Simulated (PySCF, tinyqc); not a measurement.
RHF in the 6-31g basis, for H4, spin multiplicity 1, step by step (part 1 of 2). The lowest restricted solution is unstable here: a spin-polarised one lies 0.0866 hartree lower (PySCF). Computed by tinyqc, a small Python program that keeps every step (integrals from PySCF). Settings: charge = 0, multiplicity = 1, basis = 6-31g, energy threshold = 1e-09, iteration cap = 82, orthogonalisation = symmetric, start = atomic densities, DIIS depth = 6, damping = 0.7, method = RHF. Command: `OMP_NUM_THREADS=1 python tinyqc.py 29951 29952 out.jsonl` (the two numbers bound the seeds that draw the settings). One thread of a shared host (Intel(R) Xeon(R) Processor @ 2.60GHz), about 0.08 s of CPU time with the checks. Later iterations appear only in the table of the cycle.

## One-electron integrals

Geometry (angstrom):
```
atom,x,y,z
H,0.000000,0.000000,0.000000
H,0.000000,0.000000,1.617000
H,0.000000,2.198000,0.000000
H,0.000000,2.198000,1.617000
```

Basis 6-31g: exponents (1/bohr^2) and contraction coefficients of normalised primitives:
```
element,l (shell),exponent,coefficient
H,s (1),18.731137,0.033495
H,s (1),2.825394,0.234727
H,s (1),0.640122,0.813757
H,s (2),0.161278,1.000000
```

Overlap, kinetic and nuclear-attraction integrals over the contracted functions; the nuclear repulsion is the sum of Za Zb / Rab.

nuclear repulsion = 1.52388318 hartree

overlap S, lower triangle:
```
,1H 1s,1H 2s,2H 1s,2H 2s,3H 1s,3H 2s,4H 1s,4H 2s
1H 1s,1.000000
1H 2s,0.658292,1.000000
2H 1s,0.035386,0.193252,1.000000
2H 2s,0.193252,0.470978,0.658292,1.000000
3H 1s,0.002680,0.068601,0.000134,0.020285,1.000000
3H 2s,0.068601,0.248770,0.020285,0.117165,0.658292,1.000000
4H 1s,0.000134,0.020285,0.002680,0.068601,0.035386,0.193252,1.000000
4H 2s,0.020285,0.117165,0.068601,0.248770,0.193252,0.470978,0.658292,1.000000
```

kinetic energy T (hartree), lower triangle:
```
,1H 1s,1H 2s,2H 1s,2H 2s,3H 1s,3H 2s,4H 1s,4H 2s
1H 1s,1.395678
1H 2s,0.259735,0.241917
2H 1s,-0.039007,0.013833,1.395678
2H 2s,0.013833,0.056745,0.259735,0.241917
3H 1s,-0.007071,-0.013624,-0.000602,-0.010427,1.395678
3H 2s,-0.013624,0.004364,-0.010427,-0.012172,0.259735,0.241917
4H 1s,-0.000602,-0.010427,-0.007071,-0.013624,-0.039007,0.013833,1.395678
4H 2s,-0.010427,-0.012172,-0.013624,0.004364,0.013833,0.056745,0.259735,0.241917
```

nuclear attraction V (hartree), lower triangle:
```
,1H 1s,1H 2s,2H 1s,2H 2s,3H 1s,3H 2s,4H 1s,4H 2s
1H 1s,-2.415172
1H 2s,-1.243870,-1.397962
2H 1s,-0.063038,-0.360262,-2.415172
2H 2s,-0.360262,-0.693791,-1.243870,-1.397962
3H 1s,-0.004049,-0.121349,-0.000207,-0.035910,-2.415172
3H 2s,-0.121349,-0.350999,-0.035910,-0.174798,-1.243870,-1.397962
4H 1s,-0.000207,-0.035910,-0.004049,-0.121349,-0.063038,-0.360262,-2.415172
4H 2s,-0.035910,-0.174798,-0.121349,-0.350999,-0.360262,-0.693791,-1.243870,-1.397962
```

core Hamiltonian H = T + V (hartree), lower triangle:
```
,1H 1s,1H 2s,2H 1s,2H 2s,3H 1s,3H 2s,4H 1s,4H 2s
1H 1s,-1.019494
1H 2s,-0.984135,-1.156045
2H 1s,-0.102045,-0.346429,-1.019494
2H 2s,-0.346429,-0.637046,-0.984135,-1.156045
3H 1s,-0.011120,-0.134973,-0.000809,-0.046337,-1.019494
3H 2s,-0.134973,-0.346635,-0.046337,-0.186971,-0.984135,-1.156045
4H 1s,-0.000809,-0.046337,-0.011120,-0.134973,-0.102045,-0.346429,-1.019494
4H 2s,-0.046337,-0.186971,-0.134973,-0.346635,-0.346429,-0.637046,-0.984135,-1.156045
```

## Two-electron integrals

Functions are numbered as in S; the eight-fold symmetry (ij|kl) = (ji|kl) = (kl|ij) leaves the list below.

Two-electron integrals (ij|kl) in chemists' order, unique and non-zero (hartree):
```
i,j,k,l,(ij|kl)
1,1,1,1,1.076566
2,1,1,1,0.578470
2,1,2,1,0.329423
2,2,1,1,0.587396
2,2,2,1,0.361304
2,2,2,2,0.453150
3,1,1,1,0.021889
3,1,2,1,0.013524
3,1,2,2,0.016865
3,1,3,1,0.001122
3,2,1,1,0.077183
3,2,2,1,0.050121
3,2,2,2,0.070834
3,2,3,1,0.004763
3,2,3,2,0.027813
3,3,1,1,0.327177
3,3,2,1,0.215097
3,3,2,2,0.319105
3,3,3,1,0.021889
3,3,3,2,0.158378
3,3,3,3,1.076566
4,1,1,1,0.158378
4,1,2,1,0.091636
4,1,2,2,0.103083
4,1,3,1,0.004763
4,1,3,2,0.017966
4,1,3,3,0.077183
4,1,4,1,0.027813
4,2,1,1,0.227789
4,2,2,1,0.143330
4,2,2,2,0.189414
4,2,3,1,0.009534
4,2,3,2,0.046331
4,2,3,3,0.227789
4,2,4,1,0.046331
4,2,4,2,0.100518
4,3,1,1,0.215097
4,3,2,1,0.141105
4,3,2,2,0.207649
4,3,3,1,0.013524
4,3,3,2,0.091636
4,3,3,3,0.578470
4,3,4,1,0.050121
4,3,4,2,0.143330
4,3,4,3,0.329423
4,4,1,1,0.319105
4,4,2,1,0.207649
4,4,2,2,0.300207
4,4,3,1,0.016865
4,4,3,2,0.103083
4,4,3,3,0.587396
4,4,4,1,0.070834
4,4,4,2,0.189414
4,4,4,3,0.361304
4,4,4,4,0.453150
5,1,1,1,0.001278
5,1,2,1,0.000822
5,1,2,2,0.001116
5,1,3,1,0.000037
5,1,3,2,0.000160
5,1,3,3,0.000725
5,1,4,1,0.000234
5,1,4,2,0.000458
5,1,4,3,0.000477
5,1,4,4,0.000720
5,1,5,1,0.000006
5,2,1,1,0.020413
5,2,2,1,0.013413
5,2,2,2,0.019957
5,2,3,1,0.000657
5,2,3,2,0.003172
5,2,3,3,0.015098
5,2,4,1,0.003880
5,2,4,2,0.008645
5,2,4,3,0.009938
5,2,4,4,0.015067
5,2,5,1,0.000115
5,2,5,2,0.003460
5,3,1,1,0.000052
5,3,2,1,0.000034
5,3,2,2,0.000048
5,3,3,1,2.22e-06
5,3,3,2,0.000011
5,3,3,3,0.000052
5,3,4,1,0.000011
5,3,4,2,0.000026
5,3,4,3,0.000034
5,3,4,4,0.000048
5,3,5,1,2.14e-07
5,3,5,2,4.37e-06
5,3,5,3,1.61e-08
5,4,1,1,0.005954
5,4,2,1,0.003914
5,4,2,2,0.005832
5,4,3,1,0.000206
5,4,3,2,0.001018
5,4,3,3,0.004876
5,4,4,1,0.001166
5,4,4,2,0.002695
5,4,4,3,0.003210
5,4,4,4,0.004852
5,4,5,1,0.000032
5,4,5,2,0.000972
5,4,5,3,1.51e-06
5,4,5,4,0.000299
5,5,1,1,0.240754
5,5,2,1,0.158483
5,5,2,2,0.240187
5,5,3,1,0.007988
5,5,3,2,0.039934
5,5,3,3,0.193929
5,5,4,1,0.046066
5,5,4,2,0.106291
5,5,4,3,0.127662
5,5,4,4,0.193897
5,5,5,1,0.001278
5,5,5,2,0.053101
5,5,5,3,0.000052
5,5,5,4,0.014717
5,5,5,5,1.076566
6,1,1,1,0.053101
6,1,2,1,0.031111
6,1,2,2,0.035721
6,1,3,1,0.001302
6,1,3,2,0.004998
6,1,3,3,0.021688
6,1,4,1,0.008697
6,1,4,2,0.014284
6,1,4,3,0.014238
6,1,4,4,0.021046
6,1,5,1,0.000115
6,1,5,2,0.001796
6,1,5,3,4.37e-06
6,1,5,4,0.000520
6,1,5,5,0.020413
6,1,6,1,0.003460
6,2,1,1,0.104592
6,2,2,1,0.066729
6,2,2,2,0.091252
6,2,3,1,0.003194
6,2,3,2,0.014449
6,2,3,3,0.066877
6,2,4,1,0.019182
6,2,4,2,0.038940
6,2,4,3,0.043820
6,2,4,4,0.064917
6,2,5,1,0.000381
6,2,5,2,0.008213
6,2,5,3,0.000016
6,2,5,4,0.002372
6,2,5,5,0.104592
6,2,6,1,0.008213
6,2,6,2,0.028044
6,3,1,1,0.007749
6,3,2,1,0.005047
6,3,2,2,0.007205
6,3,3,1,0.000455
6,3,3,2,0.002654
6,3,3,3,0.014717
6,3,4,1,0.001784
6,3,4,2,0.004639
6,3,4,3,0.008741
6,3,4,4,0.010268
6,3,5,1,0.000019
6,3,5,2,0.000391
6,3,5,3,1.51e-06
6,3,5,4,0.000130
6,3,5,5,0.004876
6,3,6,1,0.000548
6,3,6,2,0.001709
6,3,6,3,0.000299
6,4,1,1,0.042797
6,4,2,1,0.027617
6,4,2,2,0.038940
6,4,3,1,0.001721
6,4,3,2,0.008729
6,4,3,3,0.042797
6,4,4,1,0.008729
6,4,4,2,0.020242
6,4,4,3,0.027617
6,4,4,4,0.038940
6,4,5,1,0.000149
6,4,5,2,0.003324
6,4,5,3,0.000009
6,4,5,4,0.001077
6,4,5,5,0.042797
6,4,6,1,0.003324
6,4,6,2,0.011722
6,4,6,3,0.001077
6,4,6,4,0.006221
6,5,1,1,0.158483
6,5,2,1,0.104314
6,5,2,2,0.157778
6,5,3,1,0.005259
6,5,3,2,0.026288
6,5,3,3,0.127662
6,5,4,1,0.030322
6,5,4,2,0.069882
6,5,4,3,0.084039
6,5,4,4,0.127607
6,5,5,1,0.000822
6,5,5,2,0.031111
6,5,5,3,0.000034
6,5,5,4,0.008741
6,5,5,5,0.578470
6,5,6,1,0.013413
6,5,6,2,0.066729
6,5,6,3,0.003210
6,5,6,4,0.027617
6,5,6,5,0.329423
6,6,1,1,0.240187
6,6,2,1,0.157778
6,6,2,2,0.236342
6,6,3,1,0.007977
6,6,3,2,0.039895
6,6,3,3,0.193897
6,6,4,1,0.045877
6,6,4,2,0.105147
6,6,4,3,0.127607
6,6,4,4,0.193269
6,6,5,1,0.001116
6,6,5,2,0.035721
6,6,5,3,0.000048
6,6,5,4,0.010268
6,6,5,5,0.587396
6,6,6,1,0.019957
6,6,6,2,0.091252
6,6,6,3,0.004852
6,6,6,4,0.038940
6,6,6,5,0.361304
6,6,6,6,0.453150
7,1,1,1,0.000052
7,1,2,1,0.000034
7,1,2,2,0.000048
7,1,3,1,2.22e-06
7,1,3,2,0.000011
7,1,3,3,0.000052
7,1,4,1,0.000011
7,1,4,2,0.000026
7,1,4,3,0.000034
7,1,4,4,0.000048
7,1,5,1,2.14e-07
7,1,5,2,4.37e-06
7,1,5,3,1.61e-08
7,1,5,4,1.51e-06
7,1,5,5,0.000052
7,1,6,1,4.37e-06
7,1,6,2,0.000016
7,1,6,3,1.51e-06
7,1,6,4,0.000009
7,1,6,5,0.000034
7,1,6,6,0.000048
7,1,7,1,1.61e-08
7,2,1,1,0.004876
7,2,2,1,0.003210
7,2,2,2,0.004852
7,2,3,1,0.000206
7,2,3,2,0.001166
7,2,3,3,0.005954
7,2,4,1,0.001018
7,2,4,2,0.002695
7,2,4,3,0.003914
7,2,4,4,0.005832
7,2,5,1,0.000019
7,2,5,2,0.000548
7,2,5,3,1.51e-06
7,2,5,4,0.000199
7,2,5,5,0.007749
7,2,6,1,0.000391
7,2,6,2,0.001709
7,2,6,3,0.000158
7,2,6,4,0.001077
7,2,6,5,0.005047
7,2,6,6,0.007205
7,2,7,1,1.51e-06
7,2,7,2,0.000299
7,3,1,1,0.000725
7,3,2,1,0.000477
7,3,2,2,0.000720
7,3,3,1,0.000037
7,3,3,2,0.000234
7,3,3,3,0.001278
7,3,4,1,0.000160
7,3,4,2,0.000458
7,3,4,3,0.000822
7,3,4,4,0.001116
7,3,5,1,2.34e-06
7,3,5,2,0.000055
7,3,5,3,2.14e-07
7,3,5,4,0.000019
7,3,5,5,0.000725
7,3,6,1,0.000055
7,3,6,2,0.000212
7,3,6,3,0.000032
7,3,6,4,0.000149
7,3,6,5,0.000477
7,3,6,6,0.000720
7,3,7,1,2.14e-07
7,3,7,2,0.000032
7,3,7,3,0.000006
7,4,1,1,0.015098
7,4,2,1,0.009938
7,4,2,2,0.015067
7,4,3,1,0.000657
7,4,3,2,0.003880
7,4,3,3,0.020413
7,4,4,1,0.003172
7,4,4,2,0.008645
7,4,4,3,0.013413
7,4,4,4,0.019957
7,4,5,1,0.000055
7,4,5,2,0.001527
7,4,5,3,4.37e-06
7,4,5,4,0.000548
7,4,5,5,0.021688
7,4,6,1,0.001177
7,4,6,2,0.005020
7,4,6,3,0.000520
7,4,6,4,0.003324
7,4,6,5,0.014238
7,4,6,6,0.021046
7,4,7,1,4.37e-06
7,4,7,2,0.000972
7,4,7,3,0.000115
7,4,7,4,0.003460
7,5,1,1,0.007988
7,5,2,1,0.005259
7,5,2,2,0.007977
7,5,3,1,0.000301
7,5,3,2,0.001602
7,5,3,3,0.007988
7,5,4,1,0.001602
7,5,4,2,0.003995
7,5,4,3,0.005259
7,5,4,4,0.007977
7,5,5,1,0.000037
7,5,5,2,0.001302
7,5,5,3,2.22e-06
7,5,5,4,0.000455
7,5,5,5,0.021889
7,5,6,1,0.000657
7,5,6,2,0.003194
7,5,6,3,0.000206
7,5,6,4,0.001721
7,5,6,5,0.013524
7,5,6,6,0.016865
7,5,7,1,2.22e-06
7,5,7,2,0.000455
7,5,7,3,0.000037
7,5,7,4,0.001302
7,5,7,5,0.001122
7,6,1,1,0.039934
7,6,2,1,0.026288
7,6,2,2,0.039895
7,6,3,1,0.001602
7,6,3,2,0.008981
7,6,3,3,0.046066
7,6,4,1,0.008166
7,6,4,2,0.021270
7,6,4,3,0.030322
7,6,4,4,0.045877
7,6,5,1,0.000160
7,6,5,2,0.004998
7,6,5,3,0.000011
7,6,5,4,0.001784
7,6,5,5,0.077183
7,6,6,1,0.003172
7,6,6,2,0.014449
7,6,6,3,0.001166
7,6,6,4,0.008729
7,6,6,5,0.050121
7,6,6,6,0.070834
7,6,7,1,0.000011
7,6,7,2,0.002654
7,6,7,3,0.000234
7,6,7,4,0.008697
7,6,7,5,0.004763
7,6,7,6,0.027813
7,7,1,1,0.193929
7,7,2,1,0.127662
7,7,2,2,0.193897
7,7,3,1,0.007988
7,7,3,2,0.046066
7,7,3,3,0.240754
7,7,4,1,0.039934
7,7,4,2,0.106291
7,7,4,3,0.158483
7,7,4,4,0.240187
7,7,5,1,0.000725
7,7,5,2,0.021688
7,7,5,3,0.000052
7,7,5,4,0.007749
7,7,5,5,0.327177
7,7,6,1,0.015098
7,7,6,2,0.066877
7,7,6,3,0.005954
7,7,6,4,0.042797
7,7,6,5,0.215097
7,7,6,6,0.319105
7,7,7,1,0.000052
7,7,7,2,0.014717
7,7,7,3,0.001278
7,7,7,4,0.053101
7,7,7,5,0.021889
7,7,7,6,0.158378
7,7,7,7,1.076566
8,1,1,1,0.014717
8,1,2,1,0.008741
8,1,2,2,0.010268
8,1,3,1,0.000455
8,1,3,2,0.001784
8,1,3,3,0.007749
8,1,4,1,0.002654
8,1,4,2,0.004639
8,1,4,3,0.005047
8,1,4,4,0.007205
8,1,5,1,0.000032
8,1,5,2,0.000520
8,1,5,3,1.51e-06
8,1,5,4,0.000158
8,1,5,5,0.005954
8,1,6,1,0.000972
8,1,6,2,0.002372
8,1,6,3,0.000199
8,1,6,4,0.001077
8,1,6,5,0.003914
8,1,6,6,0.005832
8,1,7,1,1.51e-06
8,1,7,2,0.000130
8,1,7,3,0.000019
8,1,7,4,0.000391
8,1,7,5,0.000206
8,1,7,6,0.001018
8,1,7,7,0.004876
8,1,8,1,0.000299
8,2,1,1,0.042797
8,2,2,1,0.027617
8,2,2,2,0.038940
8,2,3,1,0.001721
8,2,3,2,0.008729
8,2,3,3,0.042797
8,2,4,1,0.008729
8,2,4,2,0.020242
8,2,4,3,0.027617
8,2,4,4,0.038940
8,2,5,1,0.000149
8,2,5,2,0.003324
8,2,5,3,0.000009
8,2,5,4,0.001077
8,2,5,5,0.042797
8,2,6,1,0.003324
8,2,6,2,0.011722
8,2,6,3,0.001077
8,2,6,4,0.006221
8,2,6,5,0.027617
8,2,6,6,0.038940
8,2,7,1,0.000009
8,2,7,2,0.001077
8,2,7,3,0.000149
8,2,7,4,0.003324
8,2,7,5,0.001721
8,2,7,6,0.008729
8,2,7,7,0.042797
8,2,8,1,0.001077
8,2,8,2,0.006221
8,3,1,1,0.021688
8,3,2,1,0.014238
8,3,2,2,0.021046
8,3,3,1,0.001302
8,3,3,2,0.008697
8,3,3,3,0.053101
8,3,4,1,0.004998
8,3,4,2,0.014284
8,3,4,3,0.031111
8,3,4,4,0.035721
8,3,5,1,0.000055
8,3,5,2,0.001177
8,3,5,3,4.37e-06
8,3,5,4,0.000391
8,3,5,5,0.015098
8,3,6,1,0.001527
8,3,6,2,0.005020
8,3,6,3,0.000972
8,3,6,4,0.003324
8,3,6,5,0.009938
8,3,6,6,0.015067
8,3,7,1,4.37e-06
8,3,7,2,0.000520
8,3,7,3,0.000115
8,3,7,4,0.001796
8,3,7,5,0.000657
8,3,7,6,0.003880
8,3,7,7,0.020413
8,3,8,1,0.000548
8,3,8,2,0.003324
8,3,8,3,0.003460
8,4,1,1,0.066877
8,4,2,1,0.043820
8,4,2,2,0.064917
8,4,3,1,0.003194
8,4,3,2,0.019182
8,4,3,3,0.104592
8,4,4,1,0.014449
8,4,4,2,0.038940
8,4,4,3,0.066729
8,4,4,4,0.091252
8,4,5,1,0.000212
8,4,5,2,0.005020
8,4,5,3,0.000016
8,4,5,4,0.001709
8,4,5,5,0.066877
8,4,6,1,0.005020
8,4,6,2,0.018579
8,4,6,3,0.002372
8,4,6,4,0.011722
8,4,6,5,0.043820
8,4,6,6,0.064917
8,4,7,1,0.000016
8,4,7,2,0.002372
8,4,7,3,0.000381
8,4,7,4,0.008213
8,4,7,5,0.003194
8,4,7,6,0.019182
8,4,7,7,0.104592
8,4,8,1,0.001709
8,4,8,2,0.011722
8,4,8,3,0.008213
8,4,8,4,0.028044
8,5,1,1,0.046066
8,5,2,1,0.030322
8,5,2,2,0.045877
8,5,3,1,0.001602
8,5,3,2,0.008166
8,5,3,3,0.039934
8,5,4,1,0.008981
8,5,4,2,0.021270
8,5,4,3,0.026288
8,5,4,4,0.039895
8,5,5,1,0.000234
8,5,5,2,0.008697
8,5,5,3,0.000011
8,5,5,4,0.002654
8,5,5,5,0.158378
8,5,6,1,0.003880
8,5,6,2,0.019182
8,5,6,3,0.001018
8,5,6,4,0.008729
8,5,6,5,0.091636
8,5,6,6,0.103083
8,5,7,1,0.000011
8,5,7,2,0.001784
8,5,7,3,0.000160
8,5,7,4,0.004998
8,5,7,5,0.004763
8,5,7,6,0.017966
8,5,7,7,0.077183
8,5,8,1,0.001166
8,5,8,2,0.008729
8,5,8,3,0.003172
8,5,8,4,0.014449
8,5,8,5,0.027813
8,6,1,1,0.106291
8,6,2,1,0.069882
8,6,2,2,0.105147
8,6,3,1,0.003995
8,6,3,2,0.021270
8,6,3,3,0.106291
8,6,4,1,0.021270
8,6,4,2,0.052426
8,6,4,3,0.069882
8,6,4,4,0.105147
8,6,5,1,0.000458
8,6,5,2,0.014284
8,6,5,3,0.000026
8,6,5,4,0.004639
8,6,5,5,0.227789
8,6,6,1,0.008645
8,6,6,2,0.038940
8,6,6,3,0.002695
8,6,6,4,0.020242
8,6,6,5,0.143330
8,6,6,6,0.189414
8,6,7,1,0.000026
8,6,7,2,0.004639
8,6,7,3,0.000458
8,6,7,4,0.014284
8,6,7,5,0.009534
8,6,7,6,0.046331
8,6,7,7,0.227789
8,6,8,1,0.002695
8,6,8,2,0.020242
8,6,8,3,0.008645
8,6,8,4,0.038940
8,6,8,5,0.046331
8,6,8,6,0.100518
8,7,1,1,0.127662
8,7,2,1,0.084039
8,7,2,2,0.127607
8,7,3,1,0.005259
8,7,3,2,0.030322
8,7,3,3,0.158483
8,7,4,1,0.026288
8,7,4,2,0.069882
8,7,4,3,0.104314
8,7,4,4,0.157778
8,7,5,1,0.000477
8,7,5,2,0.014238
8,7,5,3,0.000034
8,7,5,4,0.005047
8,7,5,5,0.215097
8,7,6,1,0.009938
8,7,6,2,0.043820
8,7,6,3,0.003914
8,7,6,4,0.027617
8,7,6,5,0.141105
8,7,6,6,0.207649
8,7,7,1,0.000034
8,7,7,2,0.008741
8,7,7,3,0.000822
8,7,7,4,0.031111
8,7,7,5,0.013524
8,7,7,6,0.091636
8,7,7,7,0.578470
8,7,8,1,0.003210
8,7,8,2,0.027617
8,7,8,3,0.013413
8,7,8,4,0.066729
8,7,8,5,0.050121
8,7,8,6,0.143330
8,7,8,7,0.329423
8,8,1,1,0.193897
8,8,2,1,0.127607
8,8,2,2,0.193269
8,8,3,1,0.007977
8,8,3,2,0.045877
8,8,3,3,0.240187
8,8,4,1,0.039895
8,8,4,2,0.105147
8,8,4,3,0.157778
8,8,4,4,0.236342
8,8,5,1,0.000720
8,8,5,2,0.021046
8,8,5,3,0.000048
8,8,5,4,0.007205
8,8,5,5,0.319105
8,8,6,1,0.015067
8,8,6,2,0.064917
8,8,6,3,0.005832
8,8,6,4,0.038940
8,8,6,5,0.207649
8,8,6,6,0.300207
8,8,7,1,0.000048
8,8,7,2,0.010268
8,8,7,3,0.001116
8,8,7,4,0.035721
8,8,7,5,0.016865
8,8,7,6,0.103083
8,8,7,7,0.587396
8,8,8,1,0.004852
8,8,8,2,0.038940
8,8,8,3,0.019957
8,8,8,4,0.091252
8,8,8,5,0.070834
8,8,8,6,0.189414
8,8,8,7,0.361304
8,8,8,8,0.453150
```

## Orthogonalisation

S = U s U^T; symmetric (Loewdin) form X = U s^(-1/2) U^T, so that X^T S X = 1.

eigenvalues of S: 0.176387  0.278145  0.305289  0.415845  1.183098  1.349642  1.832325  2.459268

X, lower triangle:
```
,1H 1s,1H 2s,2H 1s,2H 2s,3H 1s,3H 2s,4H 1s,4H 2s
1H 1s,1.260750
1H 2s,-0.514060,1.437825
2H 1s,0.025431,0.036482,1.260750
2H 2s,0.036482,-0.355504,-0.514060,1.437825
3H 1s,-0.009255,0.055941,-0.004286,0.001430,1.260750
3H 2s,0.055941,-0.216678,0.001430,0.050112,-0.514060,1.437825
4H 1s,-0.004286,0.001430,-0.009255,0.055941,0.025431,0.036482,1.260750
4H 2s,0.001430,0.050112,0.055941,-0.216678,0.036482,-0.355504,-0.514060,1.437825
```

## Starting guess

The start is atomic minimal-basis densities projected into this basis (PySCF's MINAO start) and scaled to the electron count of each spin; this density is not idempotent, so its energy is not variational and may lie below the converged one.

D at the start, lower triangle:
```
,1H 1s,1H 2s,2H 1s,2H 2s,3H 1s,3H 2s,4H 1s,4H 2s
1H 1s,0.273653
1H 2s,0.296118,0.321474
2H 1s,-0.008842,0.003473,0.273653
2H 2s,0.003473,0.018188,0.296118,0.321474
3H 1s,-0.005164,0.004233,-0.001271,0.002300,0.273653
3H 2s,0.004233,0.015611,0.002300,0.007427,0.296118,0.321474
4H 1s,-0.001271,0.002300,-0.005164,0.004233,-0.008842,0.003473,0.273653
4H 2s,0.002300,0.007427,0.004233,0.015611,0.003473,0.018188,0.296118,0.321474
```

## Iteration 1: building the Fock matrix

J_ij = sum D_kl (ij|kl), K_ij = sum D_kl (ik|jl); F = H + J - 0.5 K; E = tr D H + tr D J / 2 - 0.25 tr D K + E_nn.

Coulomb J (hartree), lower triangle:
```
,1H 1s,1H 2s,2H 1s,2H 2s,3H 1s,3H 2s,4H 1s,4H 2s
1H 1s,1.595046
1H 2s,0.974064,1.272117
2H 1s,0.055416,0.293254,1.595046
2H 2s,0.293254,0.634517,0.974064,1.272117
3H 1s,0.003879,0.101911,0.000203,0.031033,1.595046
3H 2s,0.101911,0.330444,0.031033,0.165043,0.974064,1.272117
4H 1s,0.000203,0.031033,0.003879,0.101911,0.055416,0.293254,1.595046
4H 2s,0.031033,0.165043,0.101911,0.330444,0.293254,0.634517,0.974064,1.272117
```

exchange K (hartree), lower triangle:
```
,1H 1s,1H 2s,2H 1s,2H 2s,3H 1s,3H 2s,4H 1s,4H 2s
1H 1s,0.762456
1H 2s,0.582140,0.548211
2H 1s,0.100572,0.238805,0.762456
2H 2s,0.238805,0.341867,0.582140,0.548211
3H 1s,0.025693,0.098405,0.010214,0.047591,0.762456
3H 2s,0.098405,0.170091,0.047591,0.112193,0.582140,0.548211
4H 1s,0.010214,0.047591,0.025693,0.098405,0.100572,0.238805,0.762456
4H 2s,0.047591,0.112193,0.098405,0.170091,0.238805,0.341867,0.582140,0.548211
```

Fock matrix F (hartree), lower triangle:
```
,1H 1s,1H 2s,2H 1s,2H 2s,3H 1s,3H 2s,4H 1s,4H 2s
1H 1s,0.194324
1H 2s,-0.301142,-0.158034
2H 1s,-0.096916,-0.172578,0.194324
2H 2s,-0.172578,-0.173463,-0.301142,-0.158034
3H 1s,-0.020088,-0.082264,-0.005713,-0.039100,0.194324
3H 2s,-0.082264,-0.101237,-0.039100,-0.078025,-0.301142,-0.158034
4H 1s,-0.005713,-0.039100,-0.020088,-0.082264,-0.096916,-0.172578,0.194324
4H 2s,-0.039100,-0.078025,-0.082264,-0.101237,-0.172578,-0.173463,-0.301142,-0.158034
```

total energy of this density = -1.35021560 hartree

This density is the starting one; it is not idempotent, so its energy is not variational and may lie below the converged one.

## Iteration 1: diagonalisation and new density

Diagonalise F' = X^T F X, C = X C', fill 2 alpha and 2 beta electrons from the bottom; D = 2 C_occ C_occ^T; the new density keeps 0.7 of the old one (damping). Each column has its largest component positive (the first on a tie).

F' = X^T F X (hartree), lower triangle:
```
,1,2,3,4,5,6,7,8
1,0.639014
2,-0.587984,0.277439
3,0.019387,-0.060561,0.639014
4,-0.060561,-0.121974,-0.587984,0.277439
5,0.005516,0.003875,-0.001660,0.004318,0.639014
6,0.003875,-0.101260,0.004318,-0.011901,-0.587984,0.277439
7,-0.001660,0.004318,0.005516,0.003875,0.019387,-0.060561,0.639014
8,0.004318,-0.011901,0.003875,-0.101260,-0.060561,-0.121974,-0.587984,0.277439
```

orbital energies (hartree): MO1 -0.359153, MO2 -0.222913, MO3 -0.082683, MO4 0.020015, MO5 1.019540, MO6 1.063714, MO7 1.081208, MO8 1.146084

coefficients C:
```
,MO1,MO2,MO3,MO4,MO5,MO6,MO7,MO8
1H 1s,0.159984,0.175264,0.168227,0.186123,-0.641601,0.650732,-0.664424,0.680547
1H 2s,0.276341,0.339652,0.464326,0.568570,0.654595,-0.421226,0.910644,-0.588310
2H 1s,0.159984,0.175264,-0.168227,-0.186123,0.641601,0.650732,0.664424,0.680547
2H 2s,0.276341,0.339652,-0.464326,-0.568570,-0.654595,-0.421226,-0.910644,-0.588310
3H 1s,0.159984,-0.175264,0.168227,-0.186123,-0.641601,0.650732,0.664424,-0.680547
3H 2s,0.276341,-0.339652,0.464326,-0.568570,0.654595,-0.421226,-0.910644,0.588310
4H 1s,0.159984,-0.175264,-0.168227,0.186123,0.641601,0.650732,-0.664424,-0.680547
4H 2s,0.276341,-0.339652,-0.464326,0.568570,-0.654595,-0.421226,0.910644,0.588310
```

D after iteration 1, lower triangle:
```
,1H 1s,1H 2s,2H 1s,2H 2s,3H 1s,3H 2s,4H 1s,4H 2s
1H 1s,0.225344
1H 2s,0.269526,0.340068
2H 1s,0.027598,0.064675,0.225344
2H 2s,0.064675,0.127768,0.269526,0.340068
3H 1s,-0.006689,-0.006228,-0.003964,-0.007581,0.225344
3H 2s,-0.006228,-0.012472,-0.007581,-0.018201,0.269526,0.340068
4H 1s,-0.003964,-0.007581,-0.006689,-0.006228,0.027598,0.064675,0.225344
4H 2s,-0.007581,-0.018201,-0.006228,-0.012472,0.064675,0.127768,0.269526,0.340068
```
